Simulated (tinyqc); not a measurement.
Inside a calculation. Model: anisotropic wet etching of Si(100): plane rates, V-grooves, membranes and undercut. Computed by tinyqc, a small Python program that keeps every step. Command: `OMP_NUM_THREADS=1 python tinyqc.py 3029021 3029022 out.jsonl wetetch walk`. One thread of a shared host (Intel(R) Xeon(R) Processor @ 2.30GHz), about 0.01 s of CPU time with the checks. Intermediate numbers are printed to about 6 digits and carried at full precision; extremes and crossings named in words are read from the listed rows.

A long slot opens the mask on a (100) wafer. The floor etches at R100; (111) walls stand at theta = arctan(sqrt2) = 54.7356 degrees to the surface and recede at R111 along their normal.

Inputs (values chosen for the exercise, close to those used for tetramethylammonium hydroxide solutions):

| quantity | value | unit |
|---|---|---|
| prefactor k0 of the (100) rate | 6.6e+08 | um/min |
| activation energy of (100), E | 0.618 | eV |
| ratio (100)/(111) at 80 C | 15 | - |
| extra energy of (111), dE | 0.09 | eV |
| ratio (100)/oxide at 80 C | 5800 | - |
| extra energy of the oxide, dE_ox | 0.29 | eV |
| corner undercut rate over (100) rate, c | 3.1 | - |
| bath temperature T | 85 | C |
| width w (mask opening along <110>, or membrane width in the design step) | 480 | um |
| misalignment of the mask | 0.2 | degrees |
| etch time t | 19 | min |
| wafer thickness d | 675 | um |
| membrane thickness wanted | 14 | um |

Constants: k_B = 8.617333262e-05 eV/K.

## Rates

R100 = k0 exp(-E/(k_B T)); a ratio given at 80 C scales as exp[(extra energy/k_B)(1/T - 1/353.15 K)]; R111 and R_ox follow by division. Temperatures in kelvin are T(C) + 273.15.

R100 = 1.32811 um/min

R111 = 0.0922731 um/min

R_ox = 2.61568e-04 um/min

anisotropy R100/R111 = 14.3933

## Shape after the time t

A misaligned edge exposes ledges and adds R100 sin(misalignment) to the lateral rate (a simple estimate): u = R111/sin(theta) + R100 sin(misalignment). Top width W = w + 2 u t; floor width b = W - 2 z/tan(theta) = W - sqrt2 z. The floor lasts until b = 0, at t_V = w/(sqrt2 R100 - 2u); depth z = R100 t before t_V and W/sqrt2 after.

lateral rate u = 0.117647 um/min

time t_V to close the V = 292.159 min

top width W = 484.471 um

depth z = 25.2342 um

floor width b = 448.784 um

The floor remains; undercut per side is 2.24 um, 8.86 % of the depth.

## Designing a membrane from the back side

Etch depth d - membrane, time = depth/R100; for a membrane as wide as w the opening must be w + sqrt2 depth - 2 u time; oxide mask consumed R_ox x time; a 1 K error changes the depth by the fraction E/(k_B T^2); a convex mask corner, such as that of a mesa, would retreat by c x depth.

time to reach the membrane = 497.698 min

opening needed = 1297.69 um

oxide consumed = 130.182 nm

depth error per kelvin = 36.9562 um

retreat of a convex corner = 2049.1 um

The error per kelvin is 264 % of the membrane, so a timed etch cannot hold it and an etch stop is needed. A corner retreat larger than the depth shows why mesas need compensation structures. Caution: rates also depend on concentration, doping, additives and stirring, all held fixed here.

## Speed against selectivity over temperature

Each row etches to the depth d - membrane; undercut per side = (R111/sin(theta) + R100 sin(misalignment)) x time.

Etching to a fixed depth:

| T (C) | R100 (um/min) | R100/R111 | time (h) | undercut (um) | oxide consumed (nm) |
|---|---|---|---|---|---|
| 30 | 0.03511 | 24.4304 | 313.741 | 35.4446 | 23.669 |
| 40 | 0.07474 | 21.8852 | 147.395 | 39.2983 | 33.739 |
| 50 | 0.15183 | 19.7392 | 72.561 | 43.3200 | 47.051 |
| 60 | 0.29557 | 17.9142 | 37.273 | 47.4982 | 64.317 |
| 70 | 0.55347 | 16.3501 | 19.905 | 51.8212 | 86.331 |
| 80 | 1.00025 | 15.0000 | 11.014 | 56.2777 | 113.966 |
| 90 | 1.74972 | 13.8269 | 6.296 | 60.8569 | 148.162 |
| 100 | 2.97038 | 12.8012 | 3.709 | 65.5479 | 189.929 |

From 30 to 100 C the time falls by a factor 84.6, while the oxide loss grows by 8.02 and the undercut by 1.85: the slower planes and the mask have the higher activation energies, so heat costs selectivity. Misalignment gives 2.31 um of the undercut at any T.

Checks made by the program: depth against time integration (relative difference below 1e-10).
